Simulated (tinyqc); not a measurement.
Solubility, supersaturation, precipitation and gettering of an impurity in a silicon-like host: one step, computed by the program tinyqc. Command: `OMP_NUM_THREADS=1 python tinyqc.py 3005045 3005046 out.jsonl ripen walk`. One thread of a shared host (Intel(R) Xeon(R) Processor @ 2.30GHz), about 0.01 s of CPU time with the checks.

The wafer was saturated at T1 and is then held at T.

Task: Solubility, diffusivity, supersaturation. C_eq(T) = N0 exp(S/k_B - H/(k_B T)); D(T) = D0 exp(-Q/(k_B T)); C0 = C_eq(T1). Supersaturation s = C0/C_eq(T); critical radius r* = 2 gamma/(C_p k_B T ln s); barrier W* = (4 pi/3) gamma r*^2. Strain energy is left out.

Inputs (values chosen for the exercise, modelled on gold in silicon): site density N0 = 5e+22 1/cm^3; enthalpy of solution H = 1.93 eV; entropy of solution S = 2.6 k_B; diffusion prefactor D0 = 0.0002 cm^2/s; migration energy Q = 1.11 eV; temperature of saturation T1 = 1375 K; anneal temperature T = 848 K; impurity density in the precipitate C_p = 2.4e+22 1/cm^3; interface energy gamma = 0.38 J/m^2.

Constants: k_B = 8.617333262e-05 eV/K; k_B = 1.380649e-23 J/K.

Give: C0; C_eq(T); D(T); supersaturation s; critical radius r*; W*/(k_B T).

Result:

C0 = 5.677e+16 1/cm^3

C_eq(T) = 2.280e+12 1/cm^3

D(T) = 5.060e-11 cm^2/s

supersaturation s = 24902

critical radius r* = 0.2672 nm

W*/(k_B T) = 9.706

Caution: the barrier to homogeneous nucleation is below 35 k_B T for these inputs, so new precipitates would form and outnumber the fixed sinks assumed here. Caution: a critical radius of atomic size is outside the capillary model.
